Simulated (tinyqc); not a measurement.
What moves the results: propagation of a band-gap error through k.p and effective-mass formulas. A value that a table varies takes the place of the one given here.

Chain, for a gap E (the reference Eg or another value), with Ep and Dso kept: 1/me = 1 + Ep (E + 2 Dso/3)/(E (E + Dso)); g* = 2 - 2 Ep Dso/(3 E (E + Dso)); g1(E) = g1 + (Ep/3)(1/E - 1/Eg), g2(E) = g2 + (Ep/6)(1/E - 1/Eg), light hole 1/(g1 + 2 g2), heavy hole 1/(g1 - 2 g2) along [100]; optical constant ei(E) = 1 + (ei - 1)(EP/(EP + E - Eg))^2, static e0(E) = ei(E) + e0 - ei.

Donor: R = Ry me/e0^2, a_B = a0 e0/me, Mott density (0.26/a_B)^3. Nc, Nv = 2 (m kT/(4 pi c))^(3/2), c = hbar^2/2m0, ni = sqrt(Nc Nv) exp(-E/2kT). Exciton: Ry mu/e0^2 with 1/mu = 1/me + g1(E). 1 angstrom^-3 = 1e24 cm^-3.

Constants: Ry = 13.60569312 eV; a0 (Bohr radius) = 0.5291772105 angstrom; kB = 8.617333262e-05 eV/K; hbar^2/2m0 = 3.80998211 eV angstrom^2.

Inputs chosen for the exercise (reference values near those of InSb, gap at low temperature; not measured data): Eg = 0.231 eV (gap at Gamma to the s-like level); Dso = 0.802 eV (spin-orbit splitting); Ep = 23.4 eV (Kane energy); g1 = 34.66 (Luttinger gamma1); g2 = 15.54 (gamma2); e0 = 16.57 (static dielectric constant); ei = 15.69 (optical dielectric constant); EP = 3.76 eV (mean (Penn) gap); mh = 0.41 m0 (density-of-states mass of the holes); T = 77 K (temperature); Eg2 = 0.076 eV (a wrong gap).

## The size of the error

E = f Eg; ratios against f = 1.

Results:
```
f     E (eV)  me ratio  light-hole ratio  e0 ratio  donor ratio  Mott ratio        g*  log10 ni ratio
0.25   0.058     0.272             0.245     1.088        0.230      0.0156  -249.985            5.25
0.40   0.092     0.426             0.394     1.069        0.373      0.0633  -149.389            4.26
0.60   0.139     0.624             0.594     1.045        0.572       0.213   -93.969            2.87
0.80   0.185     0.815             0.796     1.022        0.780       0.507   -66.607            1.45
1.00   0.231     1.000             1.000     1.000        1.000        1.00   -50.431            0.00
1.20   0.277     1.180             1.207     0.979        1.232        1.75   -39.822           -1.46
1.50   0.346     1.441             1.521     0.948        1.603        3.51   -29.439           -3.66
2.00   0.462     1.859             2.056     0.900        2.293        8.80   -19.424           -7.36
```

Between f = 0.8 and 1.2 the mean powers d ln(ratio)/d ln f are 0.91 for me, 1.03 for the light hole, -0.11 for e0, 1.13 for the donor energy and 3.05 for the Mott density; ni moves by -3.14 decades per 0.1 eV, against -0.1 eV/(2 kT ln 10) = -3.27 from the exponential alone, the rest coming from Nc through me^(3/4). g* keeps its sign, from -249.99 to -19.42.

## What each input does

All at E = Eg2. Each row changes one parameter from the base and keeps the others.

Results:
```
case            me (m0)  light hole (m0)     e0  donor (meV)  exciton (meV)  log10 ni
base             0.0046           0.0049  17.86        0.198          0.134    13.986
Eg2 = 0.07 eV    0.0043           0.0045  17.91        0.182          0.123    14.157
Dso = 0.866 eV   0.0047           0.0049  17.86        0.199          0.134    13.987
Ep = 21.528 eV   0.0051           0.0052  17.86        0.215          0.144    14.014
g1 = 31.887      0.0046           0.0050  17.86        0.198          0.135    13.986
EP = 4.061 eV    0.0046           0.0049  17.76        0.201          0.135    13.986
ei = 16.945      0.0046           0.0049  17.97        0.196          0.132    13.986
mh = 0.443 m0    0.0046           0.0049  17.86        0.198          0.134    14.012
T = 83.16 K      0.0046           0.0049  17.86        0.198          0.134    14.221
```

The largest shifts from the base row, up to three for each result and ties (the steps differ in size, so this ranks the rows, not the parameters). me (m0): Ep +0.0004, Eg2 -0.0004, Dso +0.0000; unchanged at the printed digits by g1, EP, ei, mh and T. light hole (m0): Eg2 -0.0004, Ep +0.0003, g1 +0.0001; unchanged at the printed digits by Dso, EP, ei, mh and T. e0: ei +0.11, EP -0.10, Eg2 +0.05; unchanged at the printed digits by Dso, Ep, g1, mh and T. donor (meV): Ep +0.017, Eg2 -0.016, ei -0.002, EP +0.002; unchanged at the printed digits by g1, mh and T. exciton (meV): Eg2 -0.011, Ep +0.010, ei -0.002, EP +0.002; unchanged at the printed digits by Dso, mh and T. log10 ni: T +0.234, Eg2 +0.171, Ep +0.027; unchanged at the printed digits by g1, EP and ei.

tinyqc: `OMP_NUM_THREADS=1 python tinyqc.py 1881128 1881129 out.jsonl`; about 0.01 s, one thread, shared Intel(R) Xeon(R) Processor @ 2.30GHz.
